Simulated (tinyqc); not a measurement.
Inside a calculation. Model: square-lattice Ising model by mean field, Bethe lattice, transfer matrix, exact enumeration and Monte Carlo steps. Computed by tinyqc, a small Python program that keeps every step. Command: `OMP_NUM_THREADS=1 python tinyqc.py 3015670 3015671 out.jsonl ising walk`. One thread of a shared host (Intel(R) Xeon(R) Processor @ 2.30GHz), about 0.03 s of CPU time with the checks. Intermediate numbers are printed to about 7 digits and carried at full precision; extremes and crossings named in words are read from the listed rows.

H = -J sum over nearest pairs s_i s_j, s = +-1, no field, periodic boundaries; energies per site are in J. As a lattice gas or an alloy, s marks which species holds the site.

Inputs (values chosen for the exercise, for a model lattice):

| quantity | value | unit |
|---|---|---|
| coupling J | 5.59 | meV |
| temperature T | 125 | K |
| strip width w | 3 | - |
| factor on the grid 1.5, 1.85, 2.1, 2.45, 2.65, 3.1, 3.6, 4.4 of k_B T/J | 1.01 | - |

Enumerated cell: 3 x 5. Monte Carlo rule: heat bath.

Constants: k_B = 8.617333262e-05 eV/K.

## Reduced coupling

K = J/(k_B T). Onsager: k_B T_c/J = 2/ln(1 + sqrt 2); mean field: 4; Bethe lattice with z = 4: 2/ln 2.

K = 0.5189541

critical temperatures (K): exact 147.2004, Bethe 187.1731, mean field 259.4770

T lies below all three.

## Three theories of the infinite lattice

K = J/(k_B T). Mean field: m = tanh(4 K m), u = -2 m^2. Bethe: cavity field h = 3 artanh(tanh K tanh h), m = tanh(4h/3), u = -2 (tanh K + tanh^2 h)/(1 + tanh K tanh^2 h). Exact: m = [1 - sinh(2K)^(-4)]^(1/8) below T_c; u = -coth(2K) [1 + (2/pi)(2 tanh^2(2K) - 1) K1(k)], k = 2 sinh(2K)/cosh^2(2K), K1 the complete elliptic integral of the first kind. The largest root is taken.

m, mean field = 0.9641222

u, mean field = -1.859063

cavity field h = 1.318212

m, Bethe = 0.9422361

u, Bethe = -1.807805

m, exact = 0.9320477

u, exact = -1.793818

Against the exact energy mean field misses by -0.065 J and Bethe by -0.014 J.

## Transfer matrix

Strip of w sites, periodic across (for w = 2 the pair is joined by two bonds): T(s, s') = exp(K [sum_i s_i s'_i + (r(s) + r(s'))/2]), r(s) = sum_i s_i s_(i+1).

T:
```
          +++      ++-      +-+      +--      -++      -+-      --+       ---
+++  22.50470  2.82330  2.82330  1.00000  2.82330  1.00000  1.00000   1.00000
++-   2.82330  2.82330  0.35419  1.00000  0.35419  1.00000  0.12545   1.00000
+-+   2.82330  0.35419  2.82330  1.00000  0.35419  0.12545  1.00000   1.00000
+--   1.00000  1.00000  1.00000  2.82330  0.12545  0.35419  0.35419   2.82330
-++   2.82330  0.35419  0.35419  0.12545  2.82330  1.00000  1.00000   1.00000
-+-   1.00000  1.00000  0.12545  0.35419  1.00000  2.82330  0.35419   2.82330
--+   1.00000  0.12545  1.00000  0.35419  1.00000  0.35419  2.82330   2.82330
---   1.00000  1.00000  1.00000  2.82330  1.00000  2.82330  2.82330  22.50470
```

## Free energy and correlation length of the strip

With the eigenvalues l1 > l2: -f/(k_B T) = ln(l1)/w per site; xi = 1/ln(l1/l2) rows.

three largest eigenvalues: 25.69339  21.98924  3.46847

-f/(k_B T) = 1.082078

correlation length xi = 6.423426

xi/w = 2.141; for wide strips at T_c this ratio tends to 4/pi = 1.273, and T lies below T_c, where xi grows exponentially with w.

## Exact averages on the small cell

States of the 3 x 5 cell:

| E (J) | \|M\| | count |
|---|---|---|
| -30 | 15 | 2 |
| -22 | 13 | 30 |
| -18 | 3 | 10 |
| -18 | 9 | 10 |
| -18 | 11 | 60 |
| -14 | 1 | 60 |
| -14 | 5 | 60 |
| -14 | 7 | 90 |
| -14 | 9 | 150 |
| -14 | 11 | 150 |
| -10 | 1 | 180 |
| -10 | 3 | 330 |
| -10 | 5 | 276 |
| -10 | 7 | 390 |
| -10 | 9 | 450 |
| -6 | 1 | 1020 |
| -6 | 3 | 1030 |
| -6 | 5 | 1260 |
| -6 | 7 | 1140 |
| -6 | 9 | 300 |
| -2 | 1 | 3150 |
| -2 | 3 | 2850 |
| -2 | 5 | 2220 |
| -2 | 7 | 870 |
| 2 | 1 | 4170 |
| 2 | 3 | 3480 |
| 2 | 5 | 1590 |
| 2 | 7 | 240 |
| 6 | 1 | 2940 |
| 6 | 3 | 1590 |
| 6 | 5 | 540 |
| 10 | 1 | 1020 |
| 10 | 3 | 660 |
| 10 | 5 | 60 |
| 14 | 1 | 330 |
| 14 | 3 | 60 |

Weights count x exp(-K E); N = 15; u = <E>/N, c = K^2 (<E^2> - <E>^2)/N in k_B, Binder U = 1 - <M^4>/(3 <M^2>^2).

ln Z / N = 1.107273

u, cell = -1.781111

heat capacity c, cell = 0.5696220

<|m|>, cell = 0.9198255

Binder cumulant U = 0.6429575

The cell energy lies +0.013 J from the infinite lattice: deep in the ordered phase the correlation length is short and the cell is nearly exact.

## The methods across T_c

The grid values of k_B T/J times the given factor are rounded to 3 figures before use.

Order and energy:

| k_B T/J | T (K) | m mean field | m Bethe | m exact | <\|m\|> cell | u Bethe | u exact | u cell | U cell |
|---|---|---|---|---|---|---|---|---|---|
| 1.52 | 98.6013 | 0.9890898 | 0.9857652 | 0.9853016 | 0.9817612 | -1.947850 | -1.947052 | -1.942467 | 0.6623308 |
| 1.87 | 121.3055 | 0.9687943 | 0.9513518 | 0.9445716 | 0.9323935 | -1.835485 | -1.825744 | -1.812198 | 0.6472468 |
| 2.12 | 137.5228 | 0.9450237 | 0.9004519 | 0.8569295 | 0.8680426 | -1.689216 | -1.642201 | -1.657320 | 0.6236226 |
| 2.47 | 160.2271 | 0.8958425 | 0.7550312 | 0.0000000 | 0.7520450 | -1.352442 | -1.132847 | -1.393206 | 0.5699587 |
| 2.68 | 173.8496 | 0.8557458 | 0.5768209 | 0.0000000 | 0.6822288 | -1.052455 | -0.975645 | -1.238367 | 0.5293418 |
| 3.13 | 203.0408 | 0.7347553 | 0.0000000 | 0.0000000 | 0.5593963 | -0.618089 | -0.768699 | -0.967327 | 0.4375792 |
| 3.64 | 236.1241 | 0.5006145 | 0.0000000 | 0.0000000 | 0.4677248 | -0.536032 | -0.627331 | -0.760914 | 0.3477172 |
| 4.44 | 288.0195 | 0.0000000 | 0.0000000 | 0.0000000 | 0.3868639 | -0.442985 | -0.491476 | -0.568613 | 0.2522218 |

At k_B T/J = 1.52 all values of m agree within 0.008. At 2.47 the exact m is 0 while Bethe gives 0.76, mean field 0.90 and the cell 0.75: neglect of fluctuations raises T_c, and a finite cell rounds the transition. U falls from 0.662 (2/3 when ordered) to 0.252 (0 for a large disordered system).

## heat bath steps

start configuration, 5 x 5, rows and columns numbered from 1:
```
    1   2   3   4   5
1   1   1  -1   1  -1
2  -1   1   1  -1  -1
3   1   1  -1  -1   1
4  -1   1   1   1  -1
5   1  -1   1   1   1
```

Random draws:

| step | row | column | u |
|---|---|---|---|
| 1 | 5 | 5 | 0.5281 |
| 2 | 1 | 3 | 0.6757 |
| 3 | 5 | 5 | 0.7510 |
| 4 | 2 | 5 | 0.0051 |
| 5 | 1 | 1 | 0.4311 |
| 6 | 1 | 1 | 0.7371 |
| 7 | 2 | 3 | 0.2521 |
| 8 | 2 | 4 | 0.8587 |
| 9 | 5 | 5 | 0.3249 |
| 10 | 2 | 1 | 0.0891 |
| 11 | 2 | 2 | 0.6900 |
| 12 | 3 | 4 | 0.9740 |
| 13 | 3 | 1 | 0.4291 |
| 14 | 1 | 2 | 0.1332 |

h is the sum of the four neighbours. Set s = +1 if u < p = 1/(1 + exp(-2 K h)), else -1.

Steps:

| step | s before | h | p | s after |
|---|---|---|---|---|
| 1 | 1 | 0 | 0.5000000 | -1 |
| 2 | -1 | 4 | 0.9845052 | 1 |
| 3 | -1 | 0 | 0.5000000 | -1 |
| 4 | -1 | -2 | 0.1114697 | 1 |
| 5 | 1 | 0 | 0.5000000 | 1 |
| 6 | 1 | 0 | 0.5000000 | -1 |
| 7 | 1 | 0 | 0.5000000 | 1 |
| 8 | -1 | 2 | 0.8885303 | 1 |
| 9 | -1 | 0 | 0.5000000 | 1 |
| 10 | -1 | 2 | 0.8885303 | 1 |
| 11 | 1 | 4 | 0.9845052 | 1 |
| 12 | -1 | 2 | 0.8885303 | -1 |
| 13 | 1 | 2 | 0.8885303 | 1 |
| 14 | 1 | 0 | 0.5000000 | 1 |

configuration after the steps:
```
    1   2   3   4   5
1  -1   1   1   1  -1
2   1   1   1   1   1
3   1   1  -1  -1   1
4  -1   1   1   1  -1
5   1  -1   1   1   1
```

7 of the 14 steps changed a spin; the sum of spins went from 5 to 11.

Checks made by the program: ln Z of the cell against the trace of a power of the transfer matrix (relative difference below 1e-10).
